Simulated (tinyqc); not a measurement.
Voltage acceleration of oxide breakdown, four models on the same data: two steps of the calculation.

Field E = V/tox in MV/cm. Models: ln(t63/1 s) = a - c X with X = E (E model), -1/E (1/E model), ln V (power law, c the exponent n) or sqrt(E).

Parameters, values chosen for the exercise: oxide thickness tox = 2.7 nm; use voltage Vu = 1.8 V; stress temperature Ts = 423 K; use temperature Tu = 378 K; activation energy Ea = 0.93 eV; factor for area and percentile ks = 0.00041.

Constants: q = 1.602176634e-19 C, kB = 1.380649e-23 J/K. Results are converted to the units shown.

Task 1. Fitting the models. The three stress times were made with the 1/E model, c = 561, and are treated as data. For each model fit ln t63 on X by least squares over the three points.

```
stress  V (V)  t63 (s)
0        3.12  1.748e6
1        3.64     1700
2         4.1    15.95
```

Find: c; a; largest misfit in ln t63 (0: below 0.002).

Result 1.

```
model       c       a  largest misfit in ln t63 (0: below 0.002)
E       3.206   51.18                                     0.5181
1/E     561.0  -34.18                                     0.0000
power   42.60   62.74                                     0.2564
sqrt E  23.40   93.75                                     0.3869
```

The worst misfit of any model is 0.52 in ln t63, a factor of 1.68 in time, comparable to the scatter of t63 from small samples, so such data hardly tell the models apart.

Task 2. Projection to use conditions. Project to Vu, multiply by exp[(Ea q/kB)(1/Tu - 1/Ts)] and by ks; ten years are 3.15576e8 s. The largest voltage for ten years solves the same relation for V.

```
model           c           a
E       3.2059038   51.176800
1/E     561.01659  -34.175517
power   42.604241   62.738783
sqrt E  23.400926   93.746770
```

Find: temperature factor; lifetime; largest voltage for ten years.

Result 2.

temperature factor = 20.849

```
model   lifetime (years)  largest voltage for ten years (V)
E                 2379.7                             2.2609
1/E            1.3724e12                             2.5890
power           6.3707e6                             2.4632
sqrt E             80538                             2.3758
```

The lifetimes span 8.76 decades, from the E model (most cautious) to the 1/E model; the allowed voltage spans 2.26 to 2.59 V. 4 of the four models pass ten years at Vu. Lifetimes beyond a thousand years are formal extrapolations.

Range of the model: All four laws are empirical fits; none is established far below the stress range.

Computed by the program tinyqc: `OMP_NUM_THREADS=1 python tinyqc.py 2070097 2070098 out.jsonl`, one thread of a shared Intel Xeon 2.30GHz, about 0.01 s for the whole run.
